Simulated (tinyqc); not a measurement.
Raising U: Hubbard chain of 4 sites, mean field against exact. Computed by the program tinyqc. Collinear unrestricted mean field (the lowest of 40 random starts) against exact diagonalisation.

one-body matrix (hopping and site energies) (eV):
```
         1        2        3        4
1   0.1300  -1.2500   0.0000   0.0000
2  -1.2500  -0.1100  -1.2500   0.0000
3   0.0000  -1.2500  -0.5800  -1.2500
4   0.0000   0.0000  -1.2500  -0.2100
```

electrons, up and down: 2  2

Exact and mean-field results (eV):

| U | U/t | E exact | E mean field | mean \|n_up - n_down\| | double occupancy, exact | first gap in the sector |
|---|---|---|---|---|---|---|
| 0.6200 | 0.4960 | -5.805259 | -5.774051 | 0.0000 | 0.2264 | 1.3487 |
| 1.2500 | 1.0000 | -5.267183 | -5.140584 | 0.0000 | 0.2008 | 1.2072 |
| 2.5000 | 2.0000 | -4.383649 | -3.914783 | 0.3845 | 0.1537 | 0.9798 |
| 3.7500 | 3.0000 | -3.716135 | -3.085696 | 0.6922 | 0.1149 | 0.8065 |
| 5.0000 | 4.0000 | -3.218855 | -2.570105 | 0.8180 | 0.0856 | 0.6747 |
| 7.5000 | 6.0000 | -2.563052 | -1.998845 | 0.9173 | 0.0497 | 0.4970 |
| 15.0000 | 12.0000 | -1.730583 | -1.392454 | 0.9792 | 0.0152 | 0.2672 |
| 25.0000 | 20.0000 | -1.355888 | -1.144455 | 0.9925 | 0.0057 | 0.1631 |

Estimate the missing row, U = 10.0.

Computed row:
```
U           U/t    E exact  E mean field  mean |n_up - n_down|  double occupancy, exact  first gap in the sector
10.0000  8.0000  -2.167984     -1.698763                0.9533                   0.0313                   0.3884
```

In absolute terms mean field is worst at U/t = 4.0, 0.649 eV too high: at small U it is nearly exact, and at large U it misses only exchange-scale energies. Its local moments set in at U/t = 2.0 of those listed, a broken symmetry that the exact state of a finite cluster with equal spins does not have. Relative to the exact energy its error is 0.5 % at the smallest U, 22 % at most and 16 % at the largest. The double occupancy falls from 0.226 to 0.006.
